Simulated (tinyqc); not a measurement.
Worked calculation: Pariser-Parr-Pople SCF with singles CI, for the molecule O=Cc1ccc2c(c1)C=C2 (SMILES; centres numbered as the heavy atoms are written). One step of it, computed by the program tinyqc.

Question. Iteration 2: Fock matrix. F_rr = H_rr + P_rr gamma_rr / 2 + sum_(s != r) P_ss gamma_rs; F_rs = H_rs - P_rs gamma_rs / 2; E = tr P (H + F) / 2 + core repulsion sum_(r<s) z_r z_s gamma_rs.

P after iteration 1, order 1O, 2C, 3C, 4C, 5C, 6C, 7C, 8C, 9C, 10C:
```
[[1.387972, 0.831266, 0.001147, -0.003884, 0.021540, -0.068933, -0.044177, -0.302778, 0.240436, -0.042512],
 [0.831266, 0.688472, 0.406987, 0.035761, -0.078230, -0.005618, -0.062593, 0.138135, -0.080692, 0.096787],
 [0.001147, 0.406987, 0.938890, 0.279024, -0.013850, 0.067666, 0.069794, 0.759272, -0.401550, 0.073441],
 [-0.003884, 0.035761, 0.279024, 0.768809, 0.808304, 0.207452, 0.102447, 0.043914, -0.127930, -0.377123],
 [0.021540, -0.078230, -0.013850, 0.808304, 1.053764, 0.477040, 0.061832, -0.286190, 0.004547, -0.153829],
 [-0.068933, -0.005618, 0.067666, 0.207452, 0.477040, 0.807501, 0.061762, -0.075455, 0.096189, 0.814996],
 [-0.044177, -0.062593, 0.069794, 0.102447, 0.061832, 0.061762, 0.915652, 0.468253, 0.856086, -0.108938],
 [-0.302778, 0.138135, 0.759272, 0.043914, -0.286190, -0.075455, 0.468253, 0.945258, 0.030362, 0.006682],
 [0.240436, -0.080692, -0.401550, -0.127930, 0.004547, 0.096189, 0.856086, 0.030362, 1.118801, 0.029654],
 [-0.042512, 0.096787, 0.073441, -0.377123, -0.153829, 0.814996, -0.108938, 0.006682, 0.029654, 1.374882]]
```

core matrix H (eV), order 1O, 2C, 3C, 4C, 5C, 6C, 7C, 8C, 9C, 10C:
```
[[-45.633670, -2.510000, 0.000000, 0.000000, 0.000000, 0.000000, 0.000000, 0.000000, 0.000000, 0.000000],
 [-2.510000, -42.797678, -2.390000, 0.000000, 0.000000, 0.000000, 0.000000, 0.000000, 0.000000, 0.000000],
 [0.000000, -2.390000, -48.046280, -2.390000, 0.000000, 0.000000, 0.000000, -2.390000, 0.000000, 0.000000],
 [0.000000, 0.000000, -2.390000, -46.179015, -2.390000, 0.000000, 0.000000, 0.000000, 0.000000, 0.000000],
 [0.000000, 0.000000, 0.000000, -2.390000, -45.414275, -2.390000, 0.000000, 0.000000, 0.000000, 0.000000],
 [0.000000, 0.000000, 0.000000, 0.000000, -2.390000, -47.821019, -2.390000, 0.000000, 0.000000, -2.390000],
 [0.000000, 0.000000, 0.000000, 0.000000, 0.000000, -2.390000, -48.160266, -2.390000, -2.390000, 0.000000],
 [0.000000, 0.000000, -2.390000, 0.000000, 0.000000, 0.000000, -2.390000, -46.686690, 0.000000, 0.000000],
 [0.000000, 0.000000, 0.000000, 0.000000, 0.000000, 0.000000, -2.390000, 0.000000, -42.664644, -2.390000],
 [0.000000, 0.000000, 0.000000, 0.000000, 0.000000, -2.390000, 0.000000, 0.000000, -2.390000, -42.499167]]
```

repulsion gamma_rs (eV), order 1O, 2C, 3C, 4C, 5C, 6C, 7C, 8C, 9C, 10C:
```
[[15.200000, 5.772803, 4.092734, 3.698465, 2.720064, 2.344478, 2.422672, 3.001358, 1.960821, 1.920276],
 [5.772803, 11.130000, 5.346514, 3.872425, 2.881042, 2.620890, 2.881187, 3.872803, 2.257214, 2.132802],
 [4.092734, 5.346514, 11.130000, 5.345581, 3.871747, 3.516678, 3.871779, 5.345617, 2.812921, 2.682709],
 [3.698465, 3.872425, 5.345581, 11.130000, 5.344642, 3.871779, 3.517522, 3.872633, 2.683047, 2.812921],
 [2.720064, 2.881042, 3.871747, 5.344642, 11.130000, 5.345617, 3.872633, 3.517491, 3.099729, 3.601310],
 [2.344478, 2.620890, 3.516678, 3.871779, 5.345617, 11.130000, 5.345581, 3.871747, 4.398668, 5.345581],
 [2.422672, 2.881187, 3.871779, 3.517522, 3.872633, 5.345581, 11.130000, 5.344642, 5.345581, 4.398668],
 [3.001358, 3.872803, 5.345617, 3.872633, 3.517491, 3.871747, 5.344642, 11.130000, 3.601081, 3.099318],
 [1.960821, 2.257214, 2.812921, 2.683047, 3.099729, 4.398668, 5.345581, 3.601081, 11.130000, 5.345581],
 [1.920276, 2.132802, 2.682709, 2.812921, 3.601310, 5.345581, 4.398668, 3.099318, 5.345581, 11.130000]]
```

Centres (angstrom, eV; a flat drawing with bonds scaled to 1.40 angstrom):
```
centre          x          y  core charge z          W   gamma_rr
1O       3.583000  -0.173000              1  17.700000  15.200000
2C       2.520000   0.739000              1  11.160000  11.130000
3C       1.200000   0.274000              1  11.160000  11.130000
4C       0.942000  -1.102000              1  11.160000  11.130000
5C      -0.379000  -1.567000              1  11.160000  11.130000
6C      -1.442000  -0.656000              1  11.160000  11.130000
7C      -1.184000   0.720000              1  11.160000  11.130000
8C       0.137000   1.185000              1  11.160000  11.130000
9C      -2.560000   0.978000              1  11.160000  11.130000
10C     -2.818000  -0.398000              1  11.160000  11.130000
```

Give: F; pi energy.

Answer.

F (eV), order 1O, 2C, 3C, 4C, 5C, 6C, 7C, 8C, 9C, 10C:
```
[[-9.7759, -4.9094, -0.0023, 0.0072, -0.0293, 0.0808, 0.0535, 0.4544, -0.2357, 0.0408],
 [-4.9094, -6.0479, -3.4780, -0.0692, 0.1127, 0.0074, 0.0902, -0.2675, 0.0911, -0.1032],
 [-0.0023, -3.4780, -6.9968, -3.1358, 0.0268, -0.1190, -0.1351, -4.4194, 0.5648, -0.0985],
 [0.0072, -0.0692, -3.1358, -6.5731, -4.5500, -0.4016, -0.1802, -0.0850, 0.1716, 0.5304],
 [-0.0293, 0.1127, 0.0268, -4.5500, -6.4402, -3.6650, -0.1197, 0.5033, -0.0070, 0.2770],
 [0.0808, 0.0074, -0.1190, -0.4016, -3.6650, -5.5321, -2.5551, 0.1461, -0.2116, -4.5683],
 [0.0535, 0.0902, -0.1351, -0.1802, -0.1197, -2.5551, -5.9012, -3.6413, -4.6781, 0.2396],
 [0.4544, -0.2675, -4.4194, -0.0850, 0.5033, 0.1461, -3.6413, -6.5810, -0.0547, -0.0104],
 [-0.2357, 0.0911, 0.5648, 0.1716, -0.0070, -0.2116, -4.6781, -0.0547, -4.9927, -2.4693],
 [0.0408, -0.1032, -0.0985, 0.5304, 0.2770, -4.5683, 0.2396, -0.0104, -2.4693, -4.9835]]
```

pi energy = -130.4644 eV
